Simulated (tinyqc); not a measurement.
## Internal photoemission over an interface barrier: threshold and yield against field

Electrons are excited from a metal over the barrier Phi(F) = P0 - sqrt(q F/(4 pi eps0 ei)), whose top lies at xm = sqrt(q/(16 pi eps0 ei F)). The yield is Y = A (hv - Phi)^p exp(-xm/l), with A = 1 here.

The yield is taken at hv = 1.7 eV.

Values chosen for this exercise; dielectric values close to those of zirconium oxide: barrier at zero field P0 = 1.4 eV; image-force permittivity ei = 5.11; exponent of the yield p = 2; scattering length in the image well l = 1 nm.

Constants: q = 1.602176634e-19 C, eps0 = 8.8541878128e-14 F/cm where lengths are in cm. Results are converted to the units shown.

Threshold and yield against field:

| F (MV/cm) | sqrt(F) ((MV/cm)^0.5) | Phi (eV) | xm (nm) | Y |
|---|---|---|---|---|
| 0.1 | 0.3162 | 1.347 | 2.654 | 0.008771 |
| 0.19 | 0.4359 | 1.327 | 1.926 | 0.02030 |
| 0.35 | 0.5916 | 1.301 | 1.419 | 0.03859 |
| 0.64 | 0.8000 | 1.266 | 1.049 | 0.06606 |
| 1.2 | 1.095 | 1.216 | 0.7662 | 0.1088 |
| 2.1 | 1.449 | 1.157 | 0.5792 | 0.1654 |
| 3.9 | 1.975 | 1.068 | 0.4250 | 0.2607 |
| 7.2 | 2.683 | 0.9496 | 0.3128 | 0.4119 |

Phi is linear in sqrt(F) with slope -0.168 eV and intercept P0 = 1.4 eV. The yield grows by a factor of 47.0, of which 10.4 comes from less scattering, as xm shrinks from 2.65 to 0.313 nm, and the rest from the lower barrier. For F = 7.2 xm is within about two atomic layers of the interface, where the classical image potential fails.

Program tinyqc, `OMP_NUM_THREADS=1 python tinyqc.py 2410042 2410043 out.jsonl`; Intel Xeon 2.30GHz, shared host, one thread, about 0.01 s.
